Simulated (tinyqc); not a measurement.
## Film and buried-oxide thickness from two coupling ratios

Inverse problem. In a depleted film -dVT/dVb is k1 = Cs Cbox/(Cox (Cs + Cbox)) for a front channel and k2 = Cbox (Cox + Cs)/(Cox Cs) for a back channel, with Cox = eps0 eox/tox, Cs = eps0 eps_r/ts, Cbox = 3.9 eps0/tb. Find ts and tb.

Values chosen for this exercise; band and dielectric values those of a made-up semiconductor: relative permittivity eps_r = 13.1; relative permittivity of the gate insulator (close to silicon nitride) eox = 7.63; insulator thickness tox = 4.7 nm.

coupling ratios for a front and a back channel: 0.035995544  0.17191215

Answer. With y = Cox/Cs and z = Cox/Cbox, 1/k1 = y + z and k2 = (1 + y)/z, so y = (k2/k1 - 1)/(1 + k2); the thicknesses follow from y and z.

ts = 26.00 nm
tb = 59.00 nm

Numbers from tinyqc (`OMP_NUM_THREADS=1 python tinyqc.py 2190078 2190079 out.jsonl`; about 0.4 s on one thread of a shared Intel Xeon 2.30GHz).
